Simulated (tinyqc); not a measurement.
Finite-size error of a charged defect in a periodic cell: Madelung and Makov-Payne terms: one step, computed by the program tinyqc. Command: `OMP_NUM_THREADS=1 python tinyqc.py 3010006 3010007 out.jsonl imagecharge walk`. One thread of a shared host (Intel(R) Xeon(R) Processor @ 2.30GHz), about 0.03 s of CPU time with the checks.

L is the cube root of the cell volume. The defect charge is a Gaussian, rho(r) = q (2 pi sigma^2)^(-3/2) exp(-r^2/2 sigma^2), repeated periodically in a uniform neutralising background and screened by a continuum. The model cell energy is E(L) = E_0 + [periodic - isolated electrostatic energy].

Question. Madelung energy. Ewald sum for a unit point charge: scale each Cartesian component of the cell by 1/sqrt(eps_i), giving R', G' and V'; E = [ (1/2) sum erfc(eta R')/R' + (2 pi/V') sum exp(-G'^2/4 eta^2)/G'^2 - eta/sqrt(pi) - pi/(2 V' eta^2) ] e^2/(4 pi eps_0) / sqrt(eps_x eps_y eps_z), over n_i = -6..6, omitting n = (0,0,0), eta = 2/V'^(1/3). alpha = -2 E eps_g L/(e^2/(4 pi eps_0)), eps_g = (eps_x eps_y eps_z)^(1/3).

Inputs (values chosen for the exercise, with screening close to that of germanium): charge q = 2 e; cell length L = 10.6 angstrom; dielectric constant eps = 15.7.

Supercell lattice: fcc. Screening: isotropic.

cell vectors (rows) (angstrom):
```
,1,2,3
1,0.000000,8.413226,8.413226
2,8.413226,0.000000,8.413226
3,8.413226,8.413226,0.000000
```

Constants: e^2/(4 pi eps_0) = 14.39964548 eV angstrom.

Give: terms for a unit charge; Madelung constant alpha; point-charge correction -q^2 E.

Answer.

terms for a unit charge (eV): real space 0.00069, reciprocal 0.00596, self -0.09763, background -0.03398

Madelung constant alpha = 2.888

point-charge correction -q^2 E = 0.4998 eV
